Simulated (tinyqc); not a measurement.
Ellipsometry and reflectance of a transparent film on an absorbing substrate: two steps of the calculation.

Air (index 1), film, substrate with N2 = n2 - i k2; time factor exp(+i w t). q_j = sqrt(N_j^2 - sin^2 th), root with positive real part. Fresnel coefficients r_s = (q_a - q_b)/(q_a + q_b), r_p = (N_b^2 q_a - N_a^2 q_b)/(N_b^2 q_a + N_a^2 q_b). tan(Psi) exp(i Delta) = R_p/R_s, Delta taken from 0 to 360 degrees.

Parameters, values chosen for the exercise; indices close to those of silicon dioxide on silicon: wavelength lam = 800 nm; angle of incidence th = 70 degrees; index of the transparent film n1 = 1.458; film thickness d = 8.2 nm; index of the substrate n2 = 3.692; extinction coefficient of the substrate k2 = 0.0065.

Problem 1. Interface coefficients and thickness period. q0, q1, q2 and the coefficients r01 and r12 for p and s; the results repeat in d with the period lam/(2 q1).

Find: q0; q1; q2; r01,p; r01,s; r12,p; r12,s; period.

Solution 1.

q0 = 0.3420
q1 = 1.115
q2 = 3.570-0.007i
r01,p = -0.2105
r01,s = -0.5305
r12,p = 0.3338-0.0007i
r12,s = -0.5241+0.0007i
period = 358.8 nm

Problem 2. Psi, Delta and reflectances. beta = 2 pi d q1/lam, X = exp(-2 i beta), R = (r01 + r12 X)/(1 + r01 r12 X) for p and s.

q1 = 1.1147833
r01,p = -0.21051217
r01,s = -0.53045121
r12,p = 0.33379498-0.00072802i
r12,s = -0.52412618+0.00068269i

Find: beta; X; R_p; R_s; Psi; Delta; |R_p|^2; |R_s|^2.

Solution 2.

beta = 0.07179 rad
X = 0.9897-0.1431i
R_p = 0.1281-0.0535i
R_s = -0.8238+0.0334i
Psi = 9.558 degrees
Delta = 159.7 degrees
|R_p|^2 = 0.01927
|R_s|^2 = 0.6798

The bare substrate gives Psi = 9.129 and Delta = 179.67 degrees.

Computed by the program tinyqc: `OMP_NUM_THREADS=1 python tinyqc.py 2870191 2870192 out.jsonl`, one thread of a shared Intel Xeon 2.30GHz, about 0.01 s for the whole run.
